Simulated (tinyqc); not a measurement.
Permittivity and interlayer from two capacitances.

Problem. A two-layer stack has Cox = eps0/(t1/e1 + t2/e2) and EOT = 3.9 eps0/Cox. Find e2, the EOT of layer 1 and, with e1 given, t1.

Parameters, values chosen for the exercise: relative permittivity of layer 1 e1 = 3.8.

Constants: eps0 = 8.8541878128e-14 F/cm where lengths are in cm. Results are converted to the units shown.

Cox at t2 = 2.5 and 8.8 nm (uF/cm^2): 1.4665699  1.0234337

Solution. EOT is linear in t2 with slope 3.9/e2, and its intercept is the EOT of layer 1.

e2 = 24.10
EOT of layer 1 = 1.950 nm
t1 = 1.900 nm

Program tinyqc, `OMP_NUM_THREADS=1 python tinyqc.py 2010016 2010017 out.jsonl`; Intel Xeon 2.30GHz, shared host, one thread, about 0.01 s.
